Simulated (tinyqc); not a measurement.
Transverse acoustic branch against its sound line: Keating valence-force model of a tetrahedral crystal. Computed by tinyqc, a small Python program. Command: `OMP_NUM_THREADS=1 python tinyqc.py 3022666 3022667 out.jsonl keating walk`. One thread of a shared host (Intel(R) Xeon(R) Processor @ 2.30GHz), about 0.04 s of CPU time with the checks.

Atom A sits at 0 and atom B at a/4 (1,1,1) of an fcc lattice; the four bonds from A are t = a/4 (1,1,1), a/4 (1,-1,-1), a/4 (-1,1,-1), a/4 (-1,-1,1), of length d = sqrt(3) a/4. Energy: E = (3 alpha/(8 d^2)) sum over bonds (r.r - d^2)^2 + (3 beta/(8 d^2)) sum over pairs of bonds at one atom (r_i.r_j + d^2/3)^2, with beta_A for the six pairs at A and beta_B for the six at B. The cell holds two atoms, Omega = a^3/4. 1 N/m = 1 J/m^2. With constants fitted to the elastic moduli this model puts optical and zone-boundary frequencies of real crystals too high, by up to about 20 % in elemental crystals and up to about 50 % in compounds, and mostly by more for TA modes; in compounds the lattice part of the static dielectric constant then comes out too low.

Inputs (values chosen for the exercise, modelled on cubic gallium nitride):

| quantity | value | unit |
|---|---|---|
| lattice constant a | 4.52 | angstrom |
| mass M_A | 69.72 | u |
| mass M_B | 14.007 | u |
| bond stretching alpha | 78.6 | N/m |
| bond bending beta_A | 17 | N/m |
| bond bending beta_B | 17 | N/m |

Structure: zinc blende.

Constants: nu for 1 eV/(angstrom^2 u) = 15.6333042 THz; 1 eV/angstrom^2 = 16.02176634 J/m^2; u = 1.6605390666e-27 kg.

Method:
- beta = (beta_A + beta_B)/2; C11 = (alpha + 3 beta)/a, C12 = (alpha - beta)/a, C44 = 4 alpha beta/(a (alpha + beta)); with the two sublattices clamped C44(0) = (alpha + beta)/a; internal-strain parameter zeta = (alpha - beta)/(alpha + beta); B = (C11 + 2 C12)/3.
- With displacements u exp(i q.r), each bracket changes by g.u, where g = (g_A, g_B): bond t, g = (-2 t, 2 t exp(i q.t)); pair (i, j) at A, g = (-(t_i + t_j), t_i exp(i q.t_j) + t_j exp(i q.t_i)); pair at B, g = (-t_i exp(-i q.t_j) - t_j exp(-i q.t_i), t_i + t_j). Then D_mn = sum over the 4 bonds and 12 pairs of (4 k/a^2) conj(g_m) g_n / sqrt(M_m M_n), with k = alpha or beta converted to eV/angstrom^2. Only the short-range forces enter; the Coulomb field of the charges is left out.
- An eigenvalue lambda of D in eV/(angstrom^2 u) gives nu = 15.6333042 THz x sqrt(lambda).
- The sound line is nu = v q/(2 pi) with v = sqrt(C44/rho), rho = (M_A + M_B)/Omega; the clamped line uses C44(0).

C44 = 123.690 GPa

clamped C44(0) = 211.504 GPa

Frequencies (THz) along G-X:

| q (2 pi/a) | lowest branch | sound line, relaxed C44 | sound line, clamped C44(0) | third-lowest frequency | highest frequency |
|---|---|---|---|---|---|
| 0.05 | 0.5009 | 0.501 | 0.656 | 0.7626 | 22.363 |
| 0.15 | 1.4934 | 1.504 | 1.967 | 2.2709 | 22.356 |
| 0.30 | 2.9229 | 3.008 | 3.933 | 4.4283 | 22.335 |
| 0.45 | 4.2214 | 4.512 | 5.900 | 6.3614 | 22.297 |
| 0.60 | 5.3164 | 6.016 | 7.867 | 7.9638 | 22.246 |
| 0.75 | 6.1322 | 7.520 | 9.833 | 9.1371 | 22.193 |
| 0.90 | 6.5982 | 9.024 | 11.800 | 9.7984 | 22.155 |
| 1.00 | 6.6893 | 10.027 | 13.111 | 9.9270 | 22.147 |

What follows from these numbers?

At small q the branch follows the relaxed line (0.999 of it, against 0.764 of the clamped one): in a long shear wave the sublattices shift against each other. At X it reaches 67 % of the relaxed line. Real tetrahedral semiconductors have flatter TA branches than a Keating model fitted to their elastic constants, which needs longer-ranged terms to mend.

Extremes, crossings and ranges named in words are read from the listed rows.
